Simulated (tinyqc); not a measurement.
X-ray photoelectron analysis of a thin oxide on a semiconductor: attenuation lengths, thickness, angle series and band offsets: one step, computed by the program tinyqc. Command: `OMP_NUM_THREADS=1 python tinyqc.py 3112768 3112769 out.jsonl xps walk`. One thread of a shared host (Intel(R) Xeon(R) Processor @ 2.30GHz), about 0.01 s of CPU time with the checks.

The same element is seen in the oxide and in the substrate, at nearly the same kinetic energy; films are flat and uniform, and the work function is ignored.

Task: Band offsets by core levels. Valence band offset = (E_core - E_v)(substrate) - (E_core - E_v)(oxide) + (core level separation at the interface, oxide less substrate). The separation is made here from the given offset; a uniform field F that raises the binding energy towards the surface shifts the oxide peak by e F <z>, <z> = d/(1 - exp(-x)) - d/x, x = d/(L_o cos theta), being the mean distance from the interface. Conduction band offset = oxide gap - substrate gap - valence band offset.

Inputs (values chosen for the exercise, modelled on SiO2 on silicon):

| quantity | value | unit |
|---|---|---|
| oxide gap | 8.76 | eV |
| substrate gap | 1.12 | eV |
| oxide thickness d | 7.9 | nm |
| valence band offset used to make the data | 4.59 | eV |
| core level less valence band top, substrate | 99 | eV |
| core level less valence band top, thick oxide | 98.74 | eV |
| field in the oxide | 0.99 | MV/cm |

d/(L_o cos theta) = 2.055418

Give: separation without field; <z>; separation with field; apparent valence band offset; true conduction band offset; apparent conduction band offset.

Result:

separation without field = 4.33 eV

<z> = 5.217 nm

separation with field = 4.846 eV

apparent valence band offset = 5.106 eV

true conduction band offset = 3.05 eV

apparent conduction band offset = 2.534 eV

The field biases both offsets by 0.52 eV, in opposite directions.
